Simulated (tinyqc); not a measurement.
Worked calculation: lattice vibrations of a chain. One step of it, computed by the program tinyqc.

Problem. Dynamical matrix at q = 0.14. q is in units of 2 pi/a. A spring k from atom i to atom j, n cells on, adds k to Phi_ii and Phi_jj, -k exp(2 pi i q n) to Phi_ij and the conjugate to Phi_ji (for one atom a cell: 2k (1 - cos 2 pi q n)); D_ij = Phi_ij / sqrt(m_i m_j).

A chain moving along its axis:
```
atom                mass (u)  spring to the next atom (eV/angstrom^2)
1                  95.100000                                 8.900000
2                  27.900000                                24.900000
second neighbours          -                                 2.800000
```

Give: D(q).

Solution.

D(q) (eV/(angstrom^2 u)):
```
                 1                2
1           0.3768  -0.4809+0.3725i
2  -0.4809-0.3725i           1.2842
```
